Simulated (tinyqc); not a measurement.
Changing the doping N: current of a Schottky diode by thermionic-emission-diffusion theory, and its read-back from I-V-T and C-V data. Computed by tinyqc, a small Python program. Command: `OMP_NUM_THREADS=1 python tinyqc.py 3024328 3024329 out.jsonl schottky sweep`. One thread of a shared host (Intel(R) Xeon(R) Processor @ 2.30GHz), about 0.01 s of CPU time with the checks.

Full ionisation, no tunnelling, no recombination current. V is the voltage across the junction itself, forward positive.

Inputs (values chosen for the exercise, modelled on n-type GaN):
```
quantity                                     value           unit
Richardson constant A*                        25.7   A/(cm^2 K^2)
effective density of states at 300 K, N_c  2.3e+18         1/cm^3
permittivity eps                               9.7              -
mobility mu                                   1100     cm^2/(V s)
barrier without image force phi_0            0.922             eV
series resistance R_s                          0.6  milliohm cm^2
junction voltage V                            0.46              V
temperature T                                  300              K
```

Barrier: uniform.

Constants: k_B = 8.617333262e-05 eV/K; e = 1.602176634e-19 C; eps_0 = 8.8541878128e-12 F/m.

Method:
- N_c(T) = N_c (T/300 K)^(3/2); V_bi = phi_0 - (k_B T/e) ln(N_c(T)/N); surface field F = sqrt(2 e N (V_bi - V - k_B T/e)/(eps eps_0)); image lowering d_phi = sqrt(e F/(4 pi eps eps_0)); effective barrier phi = phi_0 - d_phi.
- Collection velocity v_R = A* T^2/(e N_c(T)); diffusion velocity v_D = mu F; J = e N_c(T) v_R/(1 + v_R/v_D) exp(-phi/k_B T) [exp(e V/k_B T) - 1].
- Terminal voltage V + J R_s.
- Ideality n = (e/k_B T)/(d ln J/dV) by a central difference of +/- 1 mV; J_0 = J exp(-e V/(n k_B T)); apparent barrier phi_IV = k_B T ln(A* T^2/J_0); a C-V plot gives phi_CV = phi_0, the mean without lowering.

One run for each value:
```
doping N (1/cm^3)  ideality factor n  image lowering (meV)  current density J (A/cm^2)  v_D (cm/s)
2.90e+14                      1.0471                 8.352                     0.02500  5.1684e+06
8.20e+14                      1.0360                11.170                     0.03677  9.2454e+06
2.40e+15                      1.0290                15.031                     0.05214  1.6741e+07
6.80e+15                      1.0261                19.990                     0.07165  2.9609e+07
1.90e+16                      1.0263                26.426                     0.09934  5.1745e+07
5.60e+16                      1.0292                35.375                     0.14748  9.2726e+07
1.60e+17                      1.0344                46.883                     0.23664  1.6287e+08
4.60e+17                      1.0418                62.152                     0.43412  2.8624e+08
```

What does the table show, and why?

Over the rows, ideality factor n goes from 1.05 through a minimum among these rows, 1.03 at 6.80e15, to 1.04; image lowering (meV) rises from 8.35 to 62.2 (exponent d ln y / d ln x about 0.27 throughout); current density J (A/cm^2) rises from 0.0250 to 0.434 (exponent d ln y / d ln x 0.37 between the first rows and 0.57 between the last). The exponent of image lowering stays between 0.27 and 0.28, near 0.25: F grows as N^(1/2) and the lowering as F^(1/2). Tunnelling, left out, adds to n at the high end. Left out: 1.00e14 (the bias is too near flat band).

Extremes, crossings and ranges named in words are read from the listed rows.
